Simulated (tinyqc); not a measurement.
## Polarisation charge from two barrier thicknesses

Inverse problem. VT = phiB - dEc - q sigma d/(eps0 eps_r). Find sigma, phiB - dEc and the thickness at which VT = 0.

Values chosen for this exercise:
```
symbol,value,unit,meaning
eps_r,9.5,,relative permittivity of barrier and channel
```

Constants: q = 1.602176634e-19 C, eps0 = 8.8541878128e-14 F/cm where lengths are in cm. Results are converted to the units shown.

VT for d = 15 and 21 nm (V): [-2.0449968, -3.1967155]

Solution. VT is linear in d.

sigma = 1.01e13 cm^-2
phiB - dEc = 0.834 V
thickness for VT = 0 = 4.35 nm

Numbers from tinyqc (`OMP_NUM_THREADS=1 python tinyqc.py 2570088 2570089 out.jsonl`; about 0.01 s on one thread of a shared Intel Xeon 2.30GHz).
